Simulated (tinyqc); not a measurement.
# Worked calculation: p-i-n power rectifier, conductivity modulation at high injection

Computed by the program tinyqc: `OMP_NUM_THREADS=1 python tinyqc.py 2230047 2230048 out.jsonl`, one thread of a shared Intel Xeon 2.30GHz, about 0.01 s for the whole run. Printed values are rounded.

A drift layer from x = -d to d (2 d = W) between ideal p+ and n+ emitters (no recombination in them). High injection, n = p, ambipolar diffusion with one lifetime; both mobilities scale as (T/300 K)^(-bt).

Values chosen for this exercise; bulk values close to those of 4H silicon carbide:

| symbol | value | unit | meaning |
|---|---|---|---|
| T | 450 | K | temperature |
| eps_r | 9.49 |  | relative permittivity |
| Kc | 23100 | V/cm per (cm^-3)^(1/8) | critical-field constant |
| BV | 13000 | V | rated breakdown voltage of the drift layer |
| mud | 820 | cm^2/(V s) | drift mobility at 300 K |
| bt | 2.5 |  | temperature exponent of the drift mobility |
| mup | 110 | cm^2/(V s) | hole mobility at 300 K |
| Eg | 3.14 | eV | band gap |
| Nc | 3.12e19 | cm^-3 | conduction-band density of states at T |
| Nv | 4.59e19 | cm^-3 | valence-band density of states at T |
| J | 200 | A/cm^2 | forward current density |
| tau | 2e-5 | s | high-level lifetime |

Constants: q = 1.602176634e-19 C, kB = 1.380649e-23 J/K, Vt = kB T/q, eps0 = 8.8541878128e-14 F/cm where lengths are in cm. Results are converted to the units shown.

Range of the model: Here n exceeds 3e17 cm^-3; above that emitter recombination, Auger recombination and carrier-carrier scattering, left out here, change the profile and the forward voltage.

## Drift layer

Triangular field at breakdown with Ec = Kc N^(1/8): BV = eps0 eps_r Ec^2/(2 q N), so N = (eps0 eps_r Kc^2/(2 q BV))^(4/3); W = 2 BV/Ec; mu = mud (T/300 K)^(-bt); rho = 1/(q mu N); ideal resistance rho W.

N = 5.120042e14 cm^-3
Ec = 1.593203 MV/cm
W = 163.1932 um
mu = 297.5676 cm^2/(V s)
rho = 40.96664 ohm cm
ideal resistance = 668.5479 mohm cm^2

## Carrier profile

Da = 2 mun mup Vt/(mun + mup), La = sqrt(Da tau), B = (mun - mup)/(mun + mup) with mun = mud (T/300 K)^(-bt), mup likewise; n(x) = (tau J/(2 q La)) [cosh(x/La)/sinh(d/La) - B sinh(x/La)/cosh(d/La)]. 10 equal steps.

Da = 2.729674 cm^2/s
La = 73.88741 um
B = 0.7634409

```
point     x (um)    n (cm^-3)
0      -81.59662  3.140921e18
1      -65.27730  2.554456e18
2      -48.95797  2.093112e18
3      -32.63865  1.734290e18
4      -16.31932  1.460416e18
5        0.00000  1.258075e18
6       16.31932  1.117355e18
7       32.63865  1.031365e18
8       48.95797  9.958922e17
9       65.27730  1.009199e18
10      81.59662  1.071938e18
```

d/La = 1.10. The lowest density on the grid is 1950 times the drift doping.

## Forward voltage and stored charge

Ohmic drop: integral of J/(q (mun + mup) n); diffusion (Dember) drop Vt B ln(n(-d)/n(d)); both junctions together Vt ln(n(-d) n(d)/ni^2), ni = sqrt(Nc Nv) exp(-Eg/(2 Vt)), Eg in volts; V_F = the sum; stored charge q times the integral of n. Trapezoid rule; mun and mup scale as (T/300 K)^(-bt).

ohmic drop = 0.04473245 V
diffusion drop = 0.03182648 V
junction drops = 2.905281 V
V_F = 2.981840 V
stored charge = 4016.248 uC/cm^2

A fine grid gives V_F = 2.982 V and the stored charge J tau = 4000 uC/cm^2. Without modulation the drift layer alone would drop J rho W = 134 V, 1750 times the ohmic and diffusion drops together.
